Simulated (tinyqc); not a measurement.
Space-charge-limited current with shallow traps: from ohmic to space-charge-limited current.

One carrier type, drift only, an injecting contact at x = 0 (zero field) and thickness L. The share th = y/(1 + y), y = (Nc/Nt) exp(-Et/kB T), of the injected charge is free: J = q mu n F, eps0 eps_r dF/dx = q (n - n0)/th.

Ohmic J = q n0 mu V/L; Mott-Gurney J = (9/8) th eps0 eps_r mu V^2/L^3; they cross at Vx = 8 q n0 L^2/(9 th eps0 eps_r); traps fill at V_TFL = q Nt L^2/(2 eps0 eps_r). Exact: with u = n0/n(L), w = -u - ln(1 - u) and v = -u - u^2/2 - ln(1 - u), V = (q n0 L^2/(th eps0 eps_r)) v/w^2 and J = q^2 n0^2 mu L/(th eps0 eps_r w).

Inputs (values chosen for the exercise):
- T = 250 K (temperature)
- eps_r = 9.1 (relative permittivity)
- mu = 20 cm^2/(V s) (mobility)
- L = 360 nm (thickness)
- Nc = 8e19 cm^-3 (band density of states)
- Nt = 1.1e18 cm^-3 (trap density)
- Et = 0.36 eV (trap depth)
- n0 = 1.8e10 cm^-3 (free carrier density in equilibrium)

Constants: q = 1.602176634e-19 C, kB = 1.380649e-23 J/K, Vt = kB T/q, eps0 = 8.8541878128e-14 F/cm where lengths are in cm. Results are converted to the units shown.

From ohmic to space-charge-limited current:
```
V (V)  J (A/cm^2)  ohmic (A/cm^2)  Mott-Gurney (A/cm^2)  d ln J/d ln V
0.1      1.678e-4        1.602e-4              1.563e-5          1.050
0.21     3.741e-4        3.365e-4              6.892e-5          1.122
0.41     8.271e-4        6.569e-4              2.627e-4          1.262
0.82     0.002123        0.001314              0.001051          1.462
1.6      0.006019        0.002563              0.004001          1.650
3.2       0.01995        0.005127               0.01600          1.797
6.5       0.07394         0.01041               0.06602          1.892
13         0.2798         0.02083                0.2641          1.943
26          1.088         0.04166                 1.056          1.971
51          4.126         0.08171                 4.065          1.985
```

What does the comparison show?

The local exponent rises from 1.05 to 1.99, passing from ohmic towards the square law around Vx = 1.03 V. In the last row J is 1.5 % above the Mott-Gurney value. For V = 0.1, 0.21, 0.41, 0.82, 1.6 the voltage is under 100 kB T/q, where diffusion would add more than a third of the Mott-Gurney current.

Range of the model: Diffusion and a field-dependent mobility are left out. With injecting contacts the diffusion current, about 4 pi^2 Vt th eps0 eps_r mu V/L^3, equals the Mott-Gurney current at V = 35 kB T/q (0.9 V at 300 K), so the drift-only result needs V well above that.

Program tinyqc, `OMP_NUM_THREADS=1 python tinyqc.py 2370044 2370045 out.jsonl`; Intel Xeon 2.30GHz, shared host, one thread, about 0.01 s.
